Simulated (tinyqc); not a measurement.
What each parameter does: donor level screened by free carriers (Yukawa potential).

Screening wave number: Debye ks^2 = 4 pi q n/(eps kB T); Thomas-Fermi ks^2 = 6 pi q n/(eps EF) with EF = c (3 pi^2 n/gv)^(2/3)/m, c = hbar^2/2m0; the two are joined by 1/ks^2 = sqrt(1/ks_D^4 + 1/ks_TF^4). 1e18/cm^3 = 1e-6/angstrom^3, q = e^2/(4 pi eps0).

Potential -(q/(eps r)) exp(-ks r), q = e^2/(4 pi eps0). In units Ry* = Ry m/eps^2 and a* = a0 eps/m the problem is [-Laplacian - 2 exp(-x r)/r] psi = E psi with x = ks a*.

Converged values use 18 functions exp(-z r), z = 1.55^i, i = -11 to 6: S = 2/A^3, H = z_i z_j S - 2/(A + x)^2, A = z_i + z_j.

Constants: e^2/(4 pi eps0) = 14.39964547 eV angstrom; kB = 8.617333262e-05 eV/K; hbar^2/2m0 = 3.80998211 eV angstrom^2; Ry = 13.60569312 eV; a0 (Bohr radius) = 0.5291772105 angstrom.

Values chosen for the exercise (near those of a donor in Si, with one mean mass; shifted at random, so the results belong to these values and not to a real crystal): m = 0.318 m0 (mass); eps = 11.9 (dielectric constant); gv = 6 (valleys); T = 300 K (temperature); n = 2.1 x 1e18/cm^3 (free-carrier density).

Ry* = Ry m/eps^2, a* = a0 eps/m, x = ks a* with the joined ks; converged binding.

One parameter was then changed.

Results before and after:
```
case     1/ks (angstrom)      x  binding in Ry*  binding (meV)
base                28.6  0.692           0.148           4.54
changed             28.6  0.619           0.198           6.77
```

Which of these changes was made? (a) n = 1.05 x 1e18/cm^3; (b) T = 270 K; (c) gv = 7; (d) m = 0.356 m0; (e) eps = 10.9.

Answer: (d) m = 0.356 m0. Of the candidates, run in turn, only this one gives the changed row.

All candidates:
```
case                  1/ks (angstrom)      x  binding in Ry*  binding (meV)
base                             28.6  0.692           0.148           4.54
n = 1.05 x 1e18/cm^3             40.3  0.491           0.305           9.30
T = 270 K                        27.2  0.729           0.127           3.87
m = 0.356 m0                     28.6  0.619           0.198           6.77
eps = 10.9                       27.4  0.663           0.168           6.10
gv = 7                           28.6  0.693           0.148           4.52
```

(tinyqc, `OMP_NUM_THREADS=1 python tinyqc.py 1250465 1250466 out.jsonl`, Intel(R) Xeon(R) Processor @ 2.30GHz, 1 thread, shared host, about 0.01 s.)
